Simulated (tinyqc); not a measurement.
# Changing the thickness d

Model: permeation of metal atoms or ions through a thin barrier or dielectric: time lag, field-aided drift and lifetime. Computed by tinyqc, a small Python program. Command: `OMP_NUM_THREADS=1 python tinyqc.py 3006551 3006552 out.jsonl barrier sweep`. One thread of a shared host (Intel(R) Xeon(R) Processor @ 2.30GHz), about 0.02 s of CPU time with the checks.

The film 0 < x < d is empty at first; C = C0 at x = 0 and C = 0 at x = d. dC/dt = D d2C/dx2 - v dC/dx with drift v = D z e V/(k_B T d) (uniform field, no space charge).

Inputs (values chosen for the exercise, for a model case: singly charged ions through a dielectric):
```
quantity,value,unit
prefactor D0,1.5e-09,cm^2/s
activation energy E,0.74,eV
concentration at the source side C0,2.8e+14,1/cm^3
charge number z,1,-
voltage V (positive drives ions across),-0.27,V
critical dose Q_c,4e+09,1/cm^2
test temperature T,175,C
use temperature T_u,70,C
```

Constants: k_B = 8.617333262e-05 eV/K.

Method:
- D = D0 exp(-E/(k_B T)); time scale d^2/D; Peclet number P = z V/(k_B T), k_B T in eV; 1 nm = 1e-7 cm.
- Temperatures in kelvin are T(C) + 273.15.
- Steady flux J = (D C0/d) P/(1 - exp(-P)); time lag in units of d^2/D: s_L = [P (1 + exp(-P))/(1 - exp(-P)) - 2]/P^2 (P = 0: J = D C0/d, s_L = 1/6).
- Dose through the film Q(s) = C0 d {f (s - s_L) - 2 exp(P/2) sum_(n=1..200) (-1)^n n^2 pi^2 exp(-l_n s)/l_n^2}, l_n = n^2 pi^2 + P^2/4, f = P/(1 - exp(-P)) the relative flux.
- Solve Q = Q_c for s. At the use temperature D and P take T_u, with the same C0 and V; 1 year = 3.15576e7 s.

One run for each value:
```
thickness d (nm),failure time at T (s),time lag (s),s at the critical dose,steady flux J (1/(cm^2 s))
3.8,1.1799e+08,2.0679e+03,5841.3,33.903
5.8,1.8009e+08,4.8175e+03,3827.1,22.212
8.9,2.7634e+08,1.1343e+04,2494.1,14.475
14.0,4.3471e+08,2.8069e+04,1585.6,9.202
21.0,6.5208e+08,6.3155e+04,1057.1,6.135
32.0,9.9370e+08,1.4664e+05,693.7,4.026
49.0,1.5217e+09,3.4384e+05,453.1,2.629
75.0,2.3294e+09,8.0554e+05,296.1,1.718
110.0,3.4171e+09,1.7328e+06,201.9,1.171
```

Describe and explain the trends.

Over the rows, failure time at T (s) rises from 1.18e8 to 3.42e9 (exponent d ln y / d ln x about 1.0 throughout); time lag (s) rises from 2070 to 1.73e6 (exponent d ln y / d ln x about 2.0 throughout); s at the critical dose falls from 5840 to 202 (exponent d ln y / d ln x about -1.00 throughout). The exponent of failure time at T stays at 1: steady flow: J scales as 1/d. The exponent of time lag stays at 2: the lag scales as d^2/D, with P independent of d.

Caution (all rows): grain boundaries, pinholes, trapping and space charge are left out; thin real barriers usually fail at defects.
